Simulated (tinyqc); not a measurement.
Conduction-band offset of an n-N heterojunction from carrier-profile moments: one step of the calculation.

Layer 1 (x < 0) accumulates electrons and layer 2 (x > 0) is depleted. Boltzmann statistics. The bands bend down by V1 in layer 1 and up by V2 in layer 2, with V1 + V2 = VD = dE + Vt ln[(N2/Nc2)/(N1/Nc1)].

Question. Division of the diffusion potential. Sheet densities from the first integral: Q1 = sqrt((2 eps0 eps_r Vt N1/q)(exp(u1) - u1 - 1)) extra electrons, Q2 = sqrt((2 eps0 eps_r Vt N2/q)(exp(-u2) + u2 - 1)) missing ones, u = V/Vt; neutrality Q1 = Q2 + si. Q1 - Q2 rises steadily with V1, so V1 follows by bisection.

Values chosen for this exercise; values of the order of III-V alloys: temperature T = 300 K; relative permittivity of both layers eps_r = 12.4; density of states of the narrow-gap layer 1 Nc1 = 7.8e17 cm^-3; density of states of the wide-gap layer 2 Nc2 = 1.4e18 cm^-3; conduction-band offset dE = 0.11 eV; donor density in layer 1 N1 = 1.6e16 cm^-3; donor density in layer 2 N2 = 6.9e16 cm^-3; fixed charge at the interface si = 2.9e10 cm^-2.

Constants: q = 1.602176634e-19 C, kB = 1.380649e-23 J/K, Vt = kB T/q, eps0 = 8.8541878128e-14 F/cm where lengths are in cm. Results are converted to the units shown.

Give: VD; V1; V2; Q1; n at x = 0-; n at x = 0+.

Answer.

VD = 0.13266 V
V1 = 0.066076 V
V2 = 0.066585 V
Q1 = 2.2995e11 cm^-2
n at x = 0- = 2.0613e17 cm^-3
n at x = 0+ = 5.2513e15 cm^-3

n drops across the interface by 39.3 = (Nc1/Nc2) exp(dE/Vt).

tinyqc, about 0.08 s, one thread, Intel Xeon 2.30GHz (shared host): `OMP_NUM_THREADS=1 python tinyqc.py 2410152 2410153 out.jsonl`
